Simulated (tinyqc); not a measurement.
What moves the results: deformation potentials from a strained empirical pseudopotential. A value that a table varies takes the place of the one given here.

Diamond lattice, no spin-orbit coupling. Atomic form factor V(q) = a1 (q^2 - a2)/(a3 exp(a4 q^2) - 1) in rydberg with q in 1/bohr, for the unstrained cell. Under a strain e the reciprocal vectors and k go over into (1 + e)^(-1) G, the atoms sit at +/- tau with tau = (1 + e) a (1,1,1)/8 - zeta a (eyz, ezx, exy)/4, and H(G,G') = c |k + G|^2 delta + (V(q)/det(1 + e)) cos(q.tau), q = G - G', with the term q = 0 left out; c = hbar^2/2m0. The basis is fixed before straining: all G with |k + G|^2 up to 16 (2 pi/a)^2. k is given in units of 2 pi/a of the unstrained cell.

Constants: hbar^2/2m0 = 3.80998211 eV angstrom^2; Ry = 13.60569312 eV; a0 (Bohr radius) = 0.5291772105 angstrom.

Inputs chosen for the exercise (a germanium-sized cell with gaps well above those of Ge; shifted at random, so the results belong to these values and not to a real crystal): a = 5.664 angstrom (lattice constant); A = (0.4, 2.406, 2.059, 0.452) (a1 (Ry bohr^2), a2 (1/bohr^2), a3, a4 (bohr^2)); h = 0.001 (size of the test strain); kD = 0.82 2 pi/a (position of the Delta minimum); a1 = 0.4; a2 = 2.406; a3 = 2.059; a4 = 0.452.

## The internal displacement

Xu of L (level 5, the lowest empty one) and d from exy = eyz = ezx = h for several zeta: Xu = [E(L [111]) - E(L [1-1-1])]/((8/3) h), d = (single valence level - pair)/(3 sqrt(3) h). zeta = 0 strains the bonds with the lattice; zeta = 1 keeps all four bond lengths equal to first order.

Results:
```
zeta,Xu (L) (eV),d (eV)
0.00,8.93,1.97
0.25,10.10,-0.43
0.50,11.28,-2.83
0.60,11.75,-3.79
0.75,12.45,-5.23
1.00,13.63,-7.63
```

From zeta = 0 to 1, d goes from 1.97 to -7.63 eV and Xu (L) from 8.93 to 13.63 eV, both nearly linearly: the displacement is an optical-phonon mode, and d = d(0) - zeta d0/4 gives its deformation potential d0 = 38 eV. Leaving the relaxation out (zeta = 0 for 0.5) moves d by +4.80 eV, which reverses its sign, and Xu (L) by -2.35 eV. Tetragonal strain has no such freedom.

## Size of the test strain

e = diag(-h/2, -h/2, h). Xu = [E(Delta z) - E(Delta x)]/(1.5 h) at fixed kD, b = [E(Z) - E(X, Y)]/(4.5 h); one-sided from +h alone, central from +h and -h.

Results (eV):
```
h,Xu one-sided,Xu central,b one-sided,b central
0.0010,7.782,7.785,-2.983,-2.980
0.0025,7.778,7.785,-2.988,-2.980
0.0050,7.770,7.785,-2.997,-2.980
0.0100,7.755,7.786,-3.013,-2.980
0.0200,7.728,7.789,-3.046,-2.981
0.0300,7.702,7.794,-3.079,-2.981
```

From h = 0.001 to 0.03 the one-sided Xu drifts by -0.080 eV and the central one by +0.009 eV; for b the drifts are -0.096 and -0.001 eV. The central difference cancels the term of second order in the strain, so its error goes as h^2. At h = 0.02 the linear law errs by 0.7 % for the valley splitting and 2.2 % for the valence splitting.

## What each parameter of the potential does

Gaps from the valence top to level 5 at Gamma and level 5 at (kD,0,0) and L, and their deformation potentials [E(+h) - E(-h)]/(3 ln((1 + h)/(1 - h))) for e = +/- h 1, h = 0.002. The row for the lattice constant keeps V(q) without the volume factor, so it is not a strain. Each row changes one parameter from the base and keeps the others.

Results:
```
case,Gamma (eV),Delta (eV),L (eV),potential Gamma (eV),potential Delta (eV),potential L (eV)
base,1.743,1.343,1.237,-9.06,0.77,-3.00
a = 5.721 angstrom,1.537,1.575,1.287,-9.25,0.46,-3.21
a1 = 0.396,1.719,1.272,1.189,-8.98,0.81,-2.96
a2 = 2.43,1.603,1.405,1.219,-9.11,0.71,-3.04
a3 = 2.08,1.720,1.246,1.175,-8.96,0.80,-2.96
a4 = 0.447,1.806,1.419,1.299,-9.21,0.68,-3.10
```

The largest shifts from the base row, up to three for each result and ties (the steps differ in size, so this ranks the rows, not the parameters). Gamma (eV): a -0.206, a2 -0.140, a4 +0.063. Delta (eV): a +0.232, a3 -0.097, a4 +0.076. L (eV): a4 +0.063, a3 -0.062, a +0.051. potential Gamma (eV): a -0.18, a4 -0.15, a3 +0.10. potential Delta (eV): a -0.31, a4 -0.09, a2 -0.07. potential L (eV): a -0.21, a4 -0.10, a2 -0.04, a1 +0.04, a3 +0.04.

tinyqc: `OMP_NUM_THREADS=1 python tinyqc.py 1851290 1851291 out.jsonl`; about 0.2 s, one thread, shared Intel(R) Xeon(R) Processor @ 2.30GHz.
